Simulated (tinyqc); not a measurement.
Van der Pauw, Hall and four-point-probe measurements on a doped layer: one step of the calculation.

A uniform n-type layer with sheet resistance Rs = 1/(q ns mu), point contacts, low field (mu B small).

Question. New z. The van der Pauw equation exp(-pi RA z) + exp(-pi RB z) = 1 is solved for z = 1/Rs: e1 = exp(-pi RA z), e2 = exp(-pi RB z), f = e1 + e2 - 1, f' = -pi (RA e1 + RB e2), z(new) = z - f/f'.

z after iteration 1 = 0.26796131 mS
RA = 43.040558 ohm
RB = 2642.4646 ohm

Give: e1; e2; f; f'; z after iteration 2.

Answer.

e1 = 0.96442
e2 = 0.10812
f = 0.072538
f' = -1.0280 kohm
z after iteration 2 = 0.33852 mS

Program tinyqc, `OMP_NUM_THREADS=1 python tinyqc.py 2850151 2850152 out.jsonl`; Intel Xeon 2.30GHz, shared host, one thread, about 0.01 s.
